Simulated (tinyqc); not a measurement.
## Polarisation and half-bias from two TMR values

Inverse problem. A tunnel junction has TMR = TMR0/(1 + (V/Vh)^2), TMR0 = 2 P1 P2/(1 - P1 P2). Find TMR0, Vh and P2.

Inputs (values chosen for the exercise): spin polarisation of the reference layer P1 = 0.57.

TMR at 0.1 and 0.5 V (%): 145.30863  88.138020

Answer. 1/TMR is linear in V^2, and P1 P2 = TMR0/(2 + TMR0).

TMR0 = 149.3 %
Vh = 0.6000 V
P2 = 0.7500

Program tinyqc, `OMP_NUM_THREADS=1 python tinyqc.py 2450047 2450048 out.jsonl`; Intel Xeon 2.30GHz, shared host, one thread, about 0.01 s.
